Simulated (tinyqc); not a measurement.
Gas flow in a process chamber: flow regimes, conductance, effective pumping speed, pump-down, outgassing and purge: one step, computed by the program tinyqc. Command: `OMP_NUM_THREADS=1 python tinyqc.py 3121248 3121249 out.jsonl pump walk`. One thread of a shared host (Intel(R) Xeon(R) Processor @ 2.30GHz), about 0.04 s of CPU time with the checks.

Ideal gas, isothermal flow, a pump of constant speed at the end of a round pipe; process gas, volume gas and outgassing are given the same properties. 1 sccm = 101325 Pa x 1e-6 m^3/60 s x T/273.15 K.

Question. Purging a well-mixed chamber. With steady flow a contaminant decays as exp(-t/residence time); gas used = flow x time.

Inputs (values chosen for the exercise, modelled on water vapour near room temperature): temperature T = 293 K; process gas flow = 9.4 sccm.

residence time = 2.674894 s

Give: time to dilute 1e3 times; time to dilute 1e6 times; gas used for 1e6.

Answer.

time to dilute 1e3 times = 18.48 s

time to dilute 1e6 times = 36.96 s

gas used for 1e6 = 5.790 standard cm^3
